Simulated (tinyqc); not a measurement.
Comparisons within one model: Fermi-Dirac statistics of conduction electrons. A value that a table varies takes the place of the one given here.

Non-parabolic band E (1 + alpha E) = c k^2/m: n = Nc (2/sqrt(pi)) integral_0^infinity sqrt(x (1 + a x)) (1 + 2 a x) dx/(1 + exp(x - eta)) with a = alpha kT and eta = (EF - Ec)/kT; a = 0 gives n = Nc F_1/2(eta).

Constants: hbar^2/2m0 = 3.80998211 eV angstrom^2; kB = 8.617333262e-05 eV/K.

Inputs chosen for the exercise (near those of Si, lowest valleys alone; shifted at random, so the results belong to these values and not to a real crystal):
- m = 1.0692 m0 (density-of-states mass of the conduction band)
- T = 200 K
- alpha = 0.55 1/eV (non-parabolicity)
- n = 6e+18 1/cm^3 (electron density)

## Parabolic against non-parabolic filling

N = 2 (m kB T/(4 pi c))^(3/2) with c = hbar^2/2m0, in 1/angstrom^3; times 1e24 for 1/cm^3. k_F = (3 pi^2 n)^(1/3) and the energy E0 that solves E (1 + alpha E) = c k_F^2/m give the limit of zero temperature.

EF - Ec (meV):
```
n (1/cm^3)  parabolic  non-parabolic  non-parabolic, 0 K
2.0e+18         -34.0          -34.7                 5.4
6.0e+18         -13.5          -14.2                11.2
2.0e+19          12.8           11.7                24.8
8.0e+19          58.9           56.1                61.3
2.0e+20         114.5          107.1               110.0
8.0e+20         293.1          256.0               257.4
```

What does this show?

Non-parabolicity lowers EF by 0.6 meV at the lowest density and by 37.1 meV at the highest, where alpha (EF - Ec) = 0.14. Temperature lowers EF below its 0 K value by 40.1 meV at the lowest density and by 1.5 meV at the highest. EF enters the band between 6e+18 and 2e+19 1/cm^3.

## What moves the Fermi level

N = 2 (m kB T/(4 pi c))^(3/2) with c = hbar^2/2m0, in 1/angstrom^3; times 1e24 for 1/cm^3. Each row changes one parameter from the base and keeps the others.

Results:
```
case                parabolic EF - Ec (meV)  non-parabolic EF - Ec (meV)
base                                 -13.50                       -14.24
m = 0.9623 m0                        -10.37                       -11.13
T = 250 K                            -24.94                       -26.03
n = 3e+18 1/cm^3                     -26.65                       -27.32
alpha = 0.825 1/eV                   -13.50                       -14.60
```

How do the results move?

The largest shifts from the base row, up to three for each result and ties (the steps differ in size, so this ranks the rows, not the parameters). parabolic EF - Ec (meV): n -13.15, T -11.44, m +3.13; unchanged at the printed digits by alpha. non-parabolic EF - Ec (meV): n -13.08, T -11.79, m +3.11.

tinyqc: `OMP_NUM_THREADS=1 python tinyqc.py 1680367 1680368 out.jsonl`; about 0.01 s, one thread, shared Intel(R) Xeon(R) Processor @ 2.30GHz.
